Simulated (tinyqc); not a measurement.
Worked calculation: tight binding, dimerised chain. Computed by tinyqc, a small Python program that keeps every step. Settings: t1 = 1.65, t2 = 2.41, delta = 0.62, points = 8, cells = 5. Command: `OMP_NUM_THREADS=1 python tinyqc.py 24345 24346 out.jsonl` (the two numbers bound the seeds that draw the settings). One thread of a shared host (Intel(R) Xeon(R) Processor @ 2.60GHz), about 0.01 s of CPU time with the checks.

## Bloch Hamiltonian at k

Parameters chosen for this model:
```
parameter,value,unit
t1,1.650000,"eV, inside the cell"
t2,2.410000,"eV, between cells"
delta,0.620000,"eV, +/- on the two sites"
```

k point k (2 pi / a): 0.160000

H_AA = +delta, H_BB = -delta, H_AB = -t1 - t2 exp(-i k a).

H(k) at k (eV):
```
,A,B
A,0.620000,-2.941343+2.034830i
B,-2.941343-2.034830i,-0.620000
```

## Levels at k

Diagonalise the Hermitian matrix.

eigenvalues (eV): -3.629935  3.629935

weights |c|^2 of the basis functions:
```
,band 1,band 2
A,0.414599,0.585401
B,0.585401,0.414599
```

## Bloch Hamiltonian at X

k point X (2 pi / a): 0.500000

As before.

H(k) at X (eV):
```
,A,B
A,0.620000,0.760000
B,0.760000,-0.620000
```

## Levels at X

As before.

eigenvalues (eV): -0.980816  0.980816

weights |c|^2 of the basis functions:
```
,band 1,band 2
A,0.183937,0.816063
B,0.816063,0.183937
```

## Bands along a path

The same steps at evenly spaced points between the labelled ones.

Bands along the path (eV):
```
k,band 1,band 2
G,-4.107067,4.107067
G-X 0.25,-3.812954,3.812954
G-X 0.50,-2.985800,2.985800
G-X 0.75,-1.814216,1.814216
X,-0.980816,0.980816
```

With 1 band(s) filled, the highest filled level on these points lies at X and the lowest empty one at X: a gap of 1.9616 eV, direct.

## Berry (Zak) phase of the lower band

On 8 points k_j = j/N: phase = -Im ln of the product of <u_j|u_(j+1)>, closed with u_N = u_0 (the cell-periodic part is taken without the site positions). Single arguments depend on the phases chosen for the u_j; only their sum modulo 2 pi does not.

Overlaps:
```
j,|<u_j|u_j+1>|,argument (rad)
0,0.973173,-0.197513
1,0.969697,-0.202887
2,0.952011,-0.226026
3,0.787129,-0.317749
4,0.787129,-0.317749
5,0.952011,-0.226026
6,0.969697,-0.202887
7,0.973173,-0.197513
```

phase / pi, folded into (-1, 1] = 0.601080

## Open chain of 5 cells

H of the open chain (eV):
```
,1,2,3,4,5,6,7,8,9,10
1,0.620000,-1.650000,0.000000,0.000000,0.000000,0.000000,0.000000,0.000000,0.000000,0.000000
2,-1.650000,-0.620000,-2.410000,0.000000,0.000000,0.000000,0.000000,0.000000,0.000000,0.000000
3,0.000000,-2.410000,0.620000,-1.650000,0.000000,0.000000,0.000000,0.000000,0.000000,0.000000
4,0.000000,0.000000,-1.650000,-0.620000,-2.410000,0.000000,0.000000,0.000000,0.000000,0.000000
5,0.000000,0.000000,0.000000,-2.410000,0.620000,-1.650000,0.000000,0.000000,0.000000,0.000000
6,0.000000,0.000000,0.000000,0.000000,-1.650000,-0.620000,-2.410000,0.000000,0.000000,0.000000
7,0.000000,0.000000,0.000000,0.000000,0.000000,-2.410000,0.620000,-1.650000,0.000000,0.000000
8,0.000000,0.000000,0.000000,0.000000,0.000000,0.000000,-1.650000,-0.620000,-2.410000,0.000000
9,0.000000,0.000000,0.000000,0.000000,0.000000,0.000000,0.000000,-2.410000,0.620000,-1.650000
10,0.000000,0.000000,0.000000,0.000000,0.000000,0.000000,0.000000,0.000000,-1.650000,-0.620000
```

The same hoppings without the wrap-around bond.

levels (eV): -3.944795  -3.472270  -2.732650  -1.804311  -0.652623  0.652623  1.804311  2.732650  3.472270  3.944795

weights of the highest filled level on the sites: 0.014428  0.008583  0.006558  0.039117  0.002784  0.108622  0.001003  0.255842  0.000220  0.562841

The bulk gap runs from -0.9808 to 0.9808 eV; 2 level(s) of this chain lie inside it: end states, which need the weaker bond inside the cell and a chain longer than their decay length.
